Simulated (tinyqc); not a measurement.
# Inputs raised by 5 %, one at a time

Model: five-frequency model of solute diffusion by vacancies in an fcc metal. Computed by tinyqc, a small Python program. Command: `OMP_NUM_THREADS=1 python tinyqc.py 3025753 3025754 out.jsonl fivefreq sens`. One thread of a shared host (Intel(R) Xeon(R) Processor @ 2.30GHz), about 0.01 s of CPU time with the checks.

A vacancy next to the solute exchanges with it (w2), jumps to one of 4 sites that also neighbour the solute (w1) or to one of 7 that do not (w3); w4 is the reverse of w3 and w0 the host jump.

Inputs (values chosen for the exercise, for a model solute in a host close to gold):
```
quantity                                       value      unit
barrier E0 (host jump)                         0.694        eV
barrier E1 (vacancy circles the solute)        0.728        eV
barrier E2 (exchange)                           0.83        eV
barrier E3 (dissociation)                      0.674        eV
binding energy E_b (positive for attraction)  -0.021        eV
vacancy formation energy E_f                   0.915        eV
formation entropy S_f                            2.5       k_B
attempt frequency nu                               6       THz
lattice constant a                              4.08  angstrom
temperature T                                    501         K
```

Constants: k_B = 8.617333262e-05 eV/K.

Method:
- w_i = nu exp(-E_i/(k_B T)); detailed balance gives E4 = E3 - E_b.
- Manning: with y = w4/w0, 7F = 7 - (10 y^4 + 180.5 y^3 + 927 y^2 + 1341 y)/(2 y^4 + 40.2 y^3 + 254 y^2 + 597 y + 436); f2 = (2 w1 + 7F w3)/(2 w2 + 2 w1 + 7F w3).
- The mean cosine between successive solute jumps follows from f2 = (1 + c)/(1 - c).
- c_v = exp(S_f - E_f/(k_B T)); host D0 = a^2 c_v w0 x 0.7815; solute D2 = a^2 c_v exp(E_b/(k_B T)) w2 f2; 1 angstrom^2 = 1e-16 cm^2.

Runs:
```
input moved                                          from        to  correlation factor f2  solute diffusivity D2 (cm^2/s)  ratio D2/D0      7F
base run                                                -         -                0.99071                      2.0710e-19     0.033395  5.1764
barrier E0 (host jump) (eV)                         0.694    0.7287                0.98890                      2.0673e-19     0.074465  4.2316
barrier E1 (vacancy circles the solute) (eV)        0.728    0.7644                0.99015                      2.0699e-19     0.033377  5.1764
barrier E2 (exchange) (eV)                           0.83    0.8715                0.99643                      7.9656e-20     0.012845  5.1764
barrier E3 (dissociation) (eV)                      0.674    0.7077                0.98390                      2.0568e-19     0.033166  5.9409
binding energy E_b (positive for attraction) (eV)  -0.021  -0.02205                0.99075                      2.0214e-19     0.032594  5.2035
temperature T (K)                                     501    526.05                0.98905                      1.4501e-18     0.039643  5.1751
attempt frequency nu (THz)                              6       6.3                0.99071                      2.1746e-19     0.033395  5.1764
```

Exponents ln(y'/y) / ln(x'/x):
```
input                                         correlation factor f2  solute diffusivity D2  ratio D2/D0      7F
barrier E0 (host jump)                                       -0.037                 -0.037       16.436  -4.130
barrier E1 (vacancy circles the solute)                      -0.011                 -0.011       -0.011   0.000
barrier E2 (exchange)                                         0.118                -19.584      -19.584   0.000
barrier E3 (dissociation)                                    -0.141                 -0.141       -0.141   2.823
binding energy E_b (positive for attraction)                  0.001                 -0.498       -0.498   0.107
temperature T                                                -0.034                 39.889        3.515  -0.005
attempt frequency nu                                          0.000                  1.000        0.000   0.000
```

Which inputs matter most for each result?

Among the inputs moved here: correlation factor f2 answers most in size to barrier E3 (dissociation) (exponent -0.141), next to barrier E2 (exchange) (+0.118); its exponent is below 0.0005 for attempt frequency nu. Its exponent 0.000 in attempt frequency nu: only ratios of rates enter. Solute diffusivity D2 answers most in size to temperature T (exponent +39.889), next to barrier E2 (exchange) (-19.584). Its exponent +1.000 in attempt frequency nu: nu sets the clock. Ratio D2/D0 answers most in size to barrier E2 (exchange) (exponent -19.584), next to barrier E0 (host jump) (+16.436); its exponent is below 0.0005 for attempt frequency nu. 7F answers most in size to barrier E0 (host jump) (exponent -4.130), next to barrier E3 (dissociation) (+2.823); its exponent is below 0.0005 for barrier E1 (vacancy circles the solute), barrier E2 (exchange), attempt frequency nu.
